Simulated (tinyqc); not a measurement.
Internal loss and injection efficiency from two cavity lengths.

Problem. The differential efficiency of both facets obeys 1/eta_d = (1/eta)[1 + 2 ai Lc/ln(1/(R1 R2))]. Find eta and ai.

Values chosen for this exercise: front reflectance R1 = 0.32; back reflectance R2 = 0.3.

differential efficiency at Lc = 500 and 1250 um: 0.72787860  0.65108215

Answer. 1/eta_d is linear in Lc: the intercept is 1/eta, and slope over intercept is 2 ai/ln(1/(R1 R2)).

eta = 0.790
ai = 2.00 1/cm

Program tinyqc, `OMP_NUM_THREADS=1 python tinyqc.py 2840007 2840008 out.jsonl`; Intel Xeon 2.30GHz, shared host, one thread, about 0.01 s.
